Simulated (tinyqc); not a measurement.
# Capacitance measurement on a leaky thin oxide: effects of series resistance and leakage, step by step

Program tinyqc, `OMP_NUM_THREADS=1 python tinyqc.py 2022020 2022021 out.jsonl`; Intel Xeon 2.30GHz, shared host, one thread, about 0.01 s. Printed values are rounded.

The device is a capacitance C in parallel with a leakage conductance G, in series with Rs and Ls. An impedance meter reports either a parallel pair (Cp, Gp) from Y = 1/Z = Gp + i w Cp or a series pair (Cs, Rm) from Z = Rm + 1/(i w Cs); w = 2 pi f, dissipation D = Gp/(w |Cp|).

Inputs (values chosen for the exercise); values of the order met in thin-oxide MOS capacitors:
- eox = 3.9 (relative permittivity of the gate insulator (close to silicon dioxide))
- tox = 1.3 nm (insulator thickness)
- A = 2500 um^2 (gate area)
- zc = 0.36 nm (oxide-equivalent thickness added by the accumulation layer)
- zp = 0.28 nm (oxide-equivalent thickness added by gate depletion)
- Jg = 9.2 A/cm^2 (gate leakage current density, not matched to the thickness)
- Vs = 0.45 V (voltage for an e-fold rise of the leakage)
- Rs = 67 ohm (series resistance)
- Ls = 44 nH (series inductance)
- f = 50000 Hz (measuring frequency)

Constants: eps0 = 8.8541878128e-14 F/cm where lengths are in cm. Results are converted to the units shown.

## True capacitance and conductance

EOT = 3.9 tox/eox; CET = EOT + zc + zp; C = 3.9 eps0 A/CET; G = Jg A/Vs.

EOT = 1.3 nm
CET = 1.94 nm
C = 44.4991 pF
G = 511.111 uS

## What the meter reports

Z = Rs + i w Ls + 1/(G + i w C).

Z = 2022.06-53.46i ohm
Cp = 41.5904 pF
Gp = 494.200 uS
Cs = 59541.0 pF
D = 37.8234

Cp is 6.5 % below C and Cs is 1340 times it; G Rs = 0.0342, w C Rs = 9.37e-4 and G/(w C) = 36.6.
